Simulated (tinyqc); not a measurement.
Pressure series at fixed power: global model of a low-pressure process discharge: electron temperature, density, ion flux and ion energy. Computed by tinyqc, a small Python program. Command: `OMP_NUM_THREADS=1 python tinyqc.py 3114237 3114238 out.jsonl plasma walk`. One thread of a shared host (Intel(R) Xeon(R) Processor @ 2.30GHz), about 0.01 s of CPU time with the checks.

Maxwellian electrons with temperature T_e in eV, one positive ion, no negative ions, uniform bulk density n; rate constants have the Arrhenius form.

Inputs (values chosen for the exercise, of the order of those of an inductive discharge in a simple atomic gas):

| quantity | value | unit |
|---|---|---|
| ion mass M | 28 | u |
| ionisation prefactor K0 | 3.6e-14 | m^3/s |
| ionisation energy E_iz | 15.3 | eV |
| excitation prefactor X0 | 5.9e-15 | m^3/s |
| excitation energy E_ex | 8.05 | eV |
| elastic rate constant K_el | 7.6e-14 | m^3/s |
| ion-neutral cross section | 9.5e-19 | m^2 |
| gas temperature T_g | 600 | K |
| radius R | 16 | cm |
| height L | 12 | cm |
| absorbed power P | 1600 | W |

Constants: k_B = 1.380649e-23 J/K; e = 1.602176634e-19 C; u = 1.6605390666e-27 kg; m_0 = 9.1093837015e-31 kg.

Method:
- n_g = p/(k_B T_g), lambda_i = 1/(n_g sigma), K_iz = K0 exp(-E_iz/T_e), h_L = 0.86/sqrt(3 + L/(2 lambda_i)), h_R = 0.8/sqrt(4 + R/lambda_i), A_eff = 2 pi R^2 h_L + 2 pi R L h_R and d_eff = pi R^2 L/A_eff follow p.
- Particle balance: K0 exp(-E_iz/T_e) n_g d_eff = u_B, u_B = sqrt(e T_e/M).
- E_c = E_iz + (X0 exp(-E_ex/T_e) E_ex + K_el (3 m_0/M) T_e)/K_iz; E_T = E_c + (5/2) T_e + (T_e/2) ln(M/(2 pi m_0)); n = P/(e u_B A_eff E_T); J = e h_L n u_B. Pressures without a root below 2 E_iz are left out.

Against pressure:

| p (Pa) | T_e (eV) | E_c (eV) | E_T (eV) | n (1/cm^3) | J (mA/cm^2) |
|---|---|---|---|---|---|
| 0.1 | 7.7163 | 18.68 | 72.71 | 2.3786e+11 | 8.800 |
| 0.2 | 5.1277 | 20.74 | 56.64 | 4.1541e+11 | 11.502 |
| 0.5 | 3.5563 | 25.47 | 50.36 | 6.9846e+11 | 13.275 |
| 1.0 | 2.8689 | 31.89 | 51.97 | 9.4860e+11 | 13.074 |
| 2.0 | 2.3936 | 42.75 | 59.51 | 1.1945e+12 | 11.545 |
| 5.0 | 1.9569 | 69.53 | 83.23 | 1.4226e+12 | 8.323 |
| 10.0 | 1.7180 | 106.64 | 118.67 | 1.4798e+12 | 5.855 |
| 20.0 | 1.5309 | 169.81 | 180.53 | 1.4443e+12 | 3.854 |

What follows from these numbers?

T_e falls from 7.72 to 1.53 eV, n changes by a factor 6.1 and J by 0.44; in J = P h_L/(A_eff E_T), E_T changes by a factor 2.48 and is least at 0.5 Pa, between wall losses at high T_e and excitation losses at low T_e.

Extremes, crossings and ranges named in words are read from the listed rows.
